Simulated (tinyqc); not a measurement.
CCSD on RHF in the 3-21g basis, for H2, spin multiplicity 1, step by step. One step of it, computed by the program tinyqc.

Problem. Orthogonalisation. S = U s U^T; canonical form X = U s^(-1/2), so that X^T S X = 1. Each column of U has its largest component positive (the first on a tie).

overlap S, lower triangle:
```
          1H 1s     1H 2s     2H 1s     2H 2s
1H 1s  1.000000
1H 2s  0.645899  1.000000
2H 1s  0.501333  0.516981  1.000000
2H 2s  0.516981  0.873876  0.645899  1.000000
```

Give: eigenvalues of S; X.

Solution.

eigenvalues of S: 0.086  0.510  0.539  2.865

X:
```
            1       2       3      4
1H 1s  -0.719   0.754   0.919  0.271
1H 2s   2.303  -0.642   0.287  0.318
2H 1s   0.719   0.754  -0.919  0.271
2H 2s  -2.303  -0.642  -0.287  0.318
```
